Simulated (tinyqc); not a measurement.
Decay of LO phonons and the hot-phonon bottleneck in the cooling of electrons: one step, computed by the program tinyqc.

n(E, T) = 1/(exp(E/(k_B T)) - 1) is the Bose occupation. Electrons have a temperature T_e; the LO modes within their reach share one occupation N; the decay products stay at the lattice temperature.

Question. Spontaneous emission time. Froehlich coupling alpha = (e^2/(4 pi eps_0)) (1/eps_inf - 1/eps_s) k_0/(2 hbar omega), k_0 = sqrt(m* hbar omega/(hbar^2/(2 m_0))); emission time tau_sp = hbar/(2 alpha hbar omega); bottleneck ratio r = (n/N_m) tau/tau_sp.

Inputs (values chosen for the exercise, modelled on aluminium nitride):

| quantity | value | unit |
|---|---|---|
| LO energy hbar omega | 109 | meV |
| lattice temperature T | 500 | K |
| electron mass m* | 0.336 | m_0 |
| eps_inf | 4.8 | - |
| static dielectric constant eps_s | 8.36 | - |
| electron density n | 1.1e+19 | 1/cm^3 |
| density of LO modes that the electrons reach, N_m | 2.6e+19 | 1/cm^3 |

Decay channel: two unequal phonons (Ridley).

phonon lifetime tau = 0.6233895 ps

Constants: e^2/(4 pi eps_0) = 14.39964548 eV angstrom; hbar^2/(2 m_0) = 3.80998212 eV angstrom^2; hbar = 6.582119569e-16 eV s.

Give: alpha; emission time tau_sp; bottleneck ratio r.

Answer.

alpha = 0.57454

emission time tau_sp = 5.2552 fs

bottleneck ratio r = 50.187

r compares the rate at which electrons exchange quanta with a mode to its decay rate. Exchange outruns decay, so a hot population builds up if the power is high enough. Caution: alpha is above 1/2, so hbar/tau_sp exceeds hbar omega and the emission time, a weak-coupling result, is only rough.
